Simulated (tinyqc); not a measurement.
Thermal, flicker and telegraph noise of a field-effect transistor: one step, computed by the program tinyqc.

Strong inversion, threshold roll-off and channel-length modulation left out; noise sources are uncorrelated and are given as one-sided spectral densities.

Question. Thermal noise and corner. C_ox = 3.9 eps_0/t; V_c = 2 v_s L/mu; I = W C_ox v_s V_ov^2/(V_ov + V_c); g_m = W C_ox v_s V_ov (V_ov + 2 V_c)/(V_ov + V_c)^2; g_d0 = mu C_ox (W/L) V_ov. Thermal: S_I = 4 k_B T gamma g_d0; input-referred S_V = S_I/g_m^2; corner f_c where flicker equals thermal. Total input noise from 1 Hz to f_c: sqrt(S_V,thermal [f_c ln(f_c/1 Hz) + f_c - 1 Hz]).

Inputs (values chosen for the exercise, modelled on a high-k silicon transistor):

| quantity | value | unit |
|---|---|---|
| width W | 500 | micrometre |
| length L | 2600 | nm |
| electrical oxide thickness t | 2.1 | nm |
| mobility mu | 300 | cm^2/(V s) |
| saturation velocity v_s | 0.82 | 1e7 cm/s |
| overdrive V_ov | 0.37 | V |
| thermal noise factor gamma | 0.81 | - |
| frequency f | 3000 | Hz |
| temperature T | 300 | K |

Operating region: saturation. Flicker model: number fluctuation.

g_m = 33776.00 microsiemens

flicker S_I = 1.240790e-21 A^2/Hz

drain current I = 6328.846 microampere

Constants: k_B = 1.380649e-23 J/K; eps_0 = 8.8541878128e-12 F/m; e = 1.602176634e-19 C.

Give: thermal S_I; input-referred thermal noise; corner frequency f_c; input noise up to f_c; full shot noise 2eI over thermal S_I.

Answer.

thermal S_I = 4.710e-22 A^2/Hz

input-referred thermal noise = 0.6426 nV/sqrt(Hz)

corner frequency f_c = 7902 Hz

input noise up to f_c = 0.1804 microvolt

full shot noise 2eI over thermal S_I = 4.305

At f the noise is flicker dominated (f_c/f = 2.63).
